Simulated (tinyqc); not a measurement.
A ladder of methods, and size consistency: correlation methods against full CI in the sto-3g basis, for H2, spin multiplicity 1. Computed by the program tinyqc with PySCF. All electrons correlated; +Q is the Davidson correction (1 - c0^2) E_corr. The last columns treat two copies 100 angstrom apart as one system. FCI is the lowest singlet.

Geometry (angstrom):
```
atom,x,y,z
H,0.0000,0.0000,0.0000
H,0.0000,0.0000,0.7080
```

RHF energy of one = -1.117487 hartree

Correlation energies (hartree):
```
method,E_corr of one,share of FCI (%),E_corr of two at 100 angstrom,two minus twice one (mhartree)
MP2,-0.012410,64.7438,-0.024819,0.0000
CISD,-0.019167,100.0000,-0.037911,0.4230
CISD+Q,-0.019383,101.1281,-0.038739,0.0278
CCSD,-0.019167,100.0000,-0.038334,0.0000
CCSD(T),-0.019167,100.0000,-0.038334,0.0000
FCI,-0.019167,100.0000,-,-
```

What does the comparison show, and why?

MP2 recovers 65 %, CISD 100.0 % and CCSD 100.0 % of the FCI value (c0^2 = 0.989 in CISD). MP2 and coupled cluster are size consistent, so their last column vanishes; CISD loses 0.42 mhartree, since a double excitation on each copy is a quadruple of the pair, and the Davidson correction leaves +0.03. With two electrons, or one virtual orbital, CISD and CCSD are exact for one copy, so +Q overshoots there.
